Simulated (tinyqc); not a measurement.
MOS capacitor with interface traps: C-V stretch-out, conductance peak and subthreshold swing: one step, computed by the program tinyqc.

Energies at the interface are counted from the valence band. psi > 0 means bending towards depletion, so the surface potential is -psi. Boltzmann statistics, full ionisation, no quantum confinement. Traps are neutral when filled up to E_n, with a sharp (zero-temperature) occupation.

Task: Conductance peak. v = sqrt(3 k_B T/m) with the majority mass; surface density n_s = N exp(-psi/k_B T); tau = 1/(sigma v n_s); for a continuum of levels G_p/omega = C_it ln(1 + omega^2 tau^2)/(2 omega tau), which peaks at omega tau = 1.98, the frequency 1.98/(2 pi tau); potential fluctuations are left out.

Inputs (values chosen for the exercise, modelled on GaN, with an insulator like Al2O3):
```
quantity                              value   unit
gap E_g                                 3.5     eV
electron mass m_e                     0.201    m_0
doping N                            1.1e+17  cm^-3
capture cross-section sigma           1e-17   cm^2
band bending towards depletion psi     0.82      V
temperature T                           300      K
```

Substrate: n-type. Trap spectrum: U-shaped.

k_B T = 0.02585200 eV

C_it = 0.02728131 microF/cm^2

Constants: k_B = 1.380649e-23 J/K; m_0 = 9.1093837015e-31 kg.

Give: v; n_s; trap time constant; peak frequency; peak of G_p/omega.

Result:

v = 2.6051e+07 cm/s

n_s = 1845.0 cm^-3

trap time constant = 2.0806e+06 s

peak frequency = 1.5146e-07 Hz

peak of G_p/omega = 0.010977 microF/cm^2

Caution: traps deeper than about 24 k_B T and minority carriers reach equilibrium slowly or not at all, so the charges here are limits for very slow sweeps.
